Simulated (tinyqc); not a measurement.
# Resistance of a source-drain extension with a graded tip: effects of single changes

y runs along the channel, the gate covers y > 0. The doping is N0 for y < y0 and N0 10^(-(y - y0)/la) beyond, uniform over the depth xj. Sheet conductance s(y) = q mu(N) max(N - Nch, 0) xj + (for y > 0) ma Cox Vo, with mu(N) = u0 + (u1 - u0)/(1 + (N/Nr)^au) and Cox = eps0 eox/tox. Current is taken as one-dimensional; depletion of the tip, spreading and the contact are left out. The metallurgical junction lies at yj, where N = Nch.

Values chosen for this exercise; mobility law close to that of electrons in silicon: relative permittivity of the gate insulator (close to silicon dioxide) eox = 3.9; insulator thickness tox = 2.7 nm; active doping of the extension far from the gate N0 = 1e20 cm^-3; lateral abruptness la = 5 nm/decade; position under the gate where the fall begins (gate edge at 0) y0 = 1.7 nm; depth of the extension xj = 7 nm; channel doping Nch = 2.6e18 cm^-3; spacer length Ls = 20 nm; gate overdrive Vo = 0.38 V; mobility of the gate-induced layer ma = 190 cm^2/(V s); mobility at low doping u1 = 1414 cm^2/(V s); mobility at high doping u0 = 68.5 cm^2/(V s); reference doping Nr = 9.2e16 cm^-3; exponent au = 0.711; gate length Lg = 50 nm.

Constants: q = 1.602176634e-19 C, eps0 = 8.8541878128e-14 F/cm where lengths are in cm. Results are converted to the units shown.

Each table varies one quantity; the others keep the values above.

## Abruptness at a fixed junction position

R_spacer = integral of dy/s from -Ls to 0, R_ov from 0 to yj, R_channel = (Lg - 2 yj)/(ma Cox Vo), R_total = 2 R_spacer + 2 R_ov + R_channel. Electrical length L_eff = ma Cox dR_total/d(1/Vo); R_series = R_total - L_eff/(ma Cox Vo). y0 is moved with la so that yj stays at 9.6251 nm.

The same in every row: yj (nm) = 9.625; R_channel (ohm um) = 333.0.

Result of one run:
```
la (nm/decade)	R_spacer (ohm um)	R_ov (ohm um)	R_total (ohm um)	L_eff (nm)	R_series (ohm um)
8.7	27.21	56.66	500.8	37.33	96.50
```

What becomes of these results when the lateral abruptness la is changed from 8.7 to 3.6 nm/decade, all else the same?

Result of the changed run:
```
la (nm/decade)	R_spacer (ohm um)	R_ov (ohm um)	R_total (ohm um)	L_eff (nm)	R_series (ohm um)
3.6	23.54	30.55	441.2	33.64	76.91
```

The whole series:
```
la (nm/decade)	R_spacer (ohm um)	R_ov (ohm um)	R_total (ohm um)	L_eff (nm)	R_series (ohm um)
1	23.54	15.87	411.8	31.69	68.68
2.3	23.54	23.21	426.5	32.66	72.80
3.6	23.54	30.55	441.2	33.64	76.91
4.9	23.54	37.90	455.9	34.61	81.02
6.1	23.54	44.67	469.4	35.52	84.82
7.4	24.48	51.29	484.6	36.46	89.71
8.7	27.21	56.66	500.8	37.33	96.50
10	31.60	61.05	518.3	38.11	105.6
```

As la goes from 1 to 10 nm/decade, R_total rises from 412 to 518 ohm um, R_spacer rises from 23.5 to 31.6 ohm um and R_ov rises from 15.9 to 61.1 ohm um. R_total changes on average by 11.8 ohm um for each nm/decade. L_eff exceeds the metallurgical length by 0.936 nm in the first row and 7.36 nm in the last, since the gate also controls the lightly doped tips.

## Effect of the depth of the extension

Same model as above.

The same in every row: yj (nm) = 9.625; R_channel (ohm um) = 333.0.

Effect of the depth of the extension:
```
xj (nm)	R_spacer (ohm um)	R_ov (ohm um)	R_total (ohm um)	L_eff (nm)	R_series (ohm um)
4	41.20	48.51	512.4	36.27	119.7
5.6	29.43	42.36	476.6	35.28	94.54
7.7	21.40	36.84	449.5	34.45	76.37
11	14.98	31.11	425.2	33.66	60.67
15	10.99	26.56	408.1	33.08	49.90
21	7.847	22.13	393.0	32.55	40.45
29	5.683	18.38	381.1	32.14	33.06
40	4.120	15.13	371.5	31.81	26.98
```

What does the comparison show?

As xj goes from 4 to 40, R_total falls from 512 to 372 ohm um, L_eff falls from 36.3 to 31.8 nm and R_series falls from 120 to 27.0 ohm um.

Numbers from tinyqc (`OMP_NUM_THREADS=1 python tinyqc.py 2282264 2282265 out.jsonl`; about 0.04 s on one thread of a shared Intel Xeon 2.30GHz).
